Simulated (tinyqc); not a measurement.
Deep-level transient spectroscopy (DLTS) of one majority-carrier trap: one step, computed by the program tinyqc. Command: `OMP_NUM_THREADS=1 python tinyqc.py 3009546 3009547 out.jsonl dlts walk`. One thread of a shared host (Intel(R) Xeon(R) Processor @ 2.30GHz), about 0.07 s of CPU time with the checks.

A filling pulse loads the traps in a one-sided junction; under reverse bias they empty at the rate e, and the capacitance relaxes as C(t) = C_0 - dC exp(-e t). The signal is S = [C(t_2) - C(t_1)]/dC.

Task: Peak temperature and width. e = g sigma v N_b exp(-E/k_B T), v = sqrt(3 k_B T/m), N_b = 2 M (2 pi m k_B T/h^2)^(3/2), sigma = sigma_0, E = E_t. S(e) = exp(-e t_1) - exp(-e t_2) peaks at the rate window e_0 = ln(t_2/t_1)/(t_2 - t_1). T_p solves e(T) = e_0 (bisection between 15 and 1500 K); the half-height points solve S = S_max/2 on either side.

Inputs (values chosen for the exercise, with mass and screening modelled on germanium):
```
quantity                    value  unit
density-of-states mass m    0.218   m_0
valleys M                       4     -
trap depth E_t              0.262    eV
cross-section sigma_0     1.5e-17  cm^2
degeneracy ratio g              1     -
gate time t_1               0.002     s
ratio t_2/t_1                   4     -
temperature T                 151     K
```

Carriers: electrons. Extra term: none.

rate window e_0 = 231.0491 1/s

peak height S_max = 0.4724704

Constants: k_B = 8.617333262e-05 eV/K; k_B = 1.380649e-23 J/K; m_0 = 9.1093837015e-31 kg; h = 6.62607015e-34 J s.

Give: peak temperature T_p; lower half-height point; upper half-height point; full width.

Result:

peak temperature T_p = 193.12 K

lower half-height point = 177.81 K

upper half-height point = 206.19 K

full width = 28.383 K

The width is 14.7 % of T_p, and E_t is 15.7 k_B T_p.
